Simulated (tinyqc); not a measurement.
# Worked calculation: interface traps from C-V curves, high-low and Terman methods

Computed by the program tinyqc: `OMP_NUM_THREADS=1 python tinyqc.py 2030008 2030009 out.jsonl`, one thread of a shared Intel Xeon 2.30GHz, about 0.01 s for the whole run. Printed values are rounded.

MOS capacitor on an n-type substrate; psi is the band bending, negative in depletion; only majority carriers are counted. At the bending psi the Fermi level lies y = xi - psi below the conduction edge at the surface, xi = Vt ln(Nc/Nd). Dit(y) = D0 + D1 exp(-y/E1); traps fill up to the Fermi level, follow the bias and a slow signal, and do not follow a fast one. V is the gate voltage from flat band.

Inputs (values chosen for the exercise); band and dielectric values close to those of gallium nitride:
```
symbol,value,unit,meaning
T,300,K,temperature
eps_r,9.58,,relative permittivity
Nc,2.25e18,cm^-3,conduction-band density of states at T
Nd,7.4e15,cm^-3,donor density
EOT,5.3,nm,equivalent oxide thickness
D0,9.4e10,cm^-2 eV^-1,trap density far from the band edge
D1,2.6e12,cm^-2 eV^-1,band-tail density at the conduction edge
E1,0.17,eV,decay energy of the tail
n,9,,points
pa,-0.9,V,deepest band bending
pb,-0.039,V,shallowest band bending
```

Constants: q = 1.602176634e-19 C, kB = 1.380649e-23 J/K, Vt = kB T/q, eps0 = 8.8541878128e-14 F/cm where lengths are in cm. Results are converted to the units shown.

Range of the model: Traps more than about 25 kB T below the conduction edge emit electrons too slowly to follow an ordinary sweep, so the deepest points are idealised.

## The curves

Cox = 3.9 eps0/EOT, LD = sqrt(eps0 eps_r Vt/(q Nd)), u = psi/Vt, Cd = (eps0 eps_r/(sqrt(2) LD)) |exp(u) - 1|/sqrt(exp(u) - u - 1). Ideal V0 = psi - sqrt(2) (eps0 eps_r Vt/LD) sqrt(exp(u) - u - 1)/Cox for psi < 0; the traps add dV = (q/Cox) times the integral of Dit from 0 to psi = (q/Cox) [D0 psi + D1 E1 exp(-xi/E1) (exp(psi/E1) - 1)]. 1/C_HF = 1/Cox + 1/Cd, 1/C_LF = 1/Cox + 1/(Cd + q Dit). Take n equally spaced psi from pa to pb.

```
point	psi (V)	y (eV)	Dit (cm^-2 eV^-1)	V0 (V)	V (V)	C_HF (nF/cm^2)	C_LF (nF/cm^2)
0	-0.900000	1.04780	9.94725e10	-0.964357	-1.03050	23.1324	37.6163
1	-0.792375	0.94018	1.04307e11	-0.852640	-0.91609	24.6437	39.7425
2	-0.684750	0.83255	1.13412e11	-0.740625	-0.80120	26.5015	42.7882
3	-0.577125	0.72493	1.30561e11	-0.628233	-0.68561	28.8636	47.4007
4	-0.469500	0.61730	1.62861e11	-0.515348	-0.56889	32.0121	54.7386
5	-0.361875	0.50968	2.23693e11	-0.401777	-0.45028	36.5157	66.8742
6	-0.254250	0.40205	3.38266e11	-0.287147	-0.32838	43.7666	87.5304
7	-0.146625	0.29443	5.54056e11	-0.170555	-0.20028	58.5071	123.936
8	-0.039000	0.18680	9.60478e11	-0.048455	-0.05870	106.379	196.338
```

Cox = 651.535 nF/cm^2

At the deepest bending the traps stretch the gate voltage from -0.964 to -1.03 V.

## High-low extraction

q Dit = (1/C_LF - 1/Cox)^(-1) - (1/C_HF - 1/Cox)^(-1) at each point.

Dit by high-low, point 0 to 8 (cm^-2 eV^-1): 9.94725e10  1.04307e11  1.13412e11  1.30561e11  1.62861e11  2.23693e11  3.38266e11  5.54056e11  9.60478e11

With a true high-frequency curve this returns Dit exactly.

## Terman extraction

psi at each point follows from C_HF and the ideal curve. Dit = (Cox/q) d(V - V0)/dpsi by central differences over the two neighbours.

Dit by Terman, point 1 to 7 (cm^-2 eV^-1): 1.05009e11  1.14735e11  1.33053e11  1.67553e11  2.32532e11  3.54914e11  5.85409e11

The differences overstate the curved tail; the largest error is 5.7 %, at point 7.
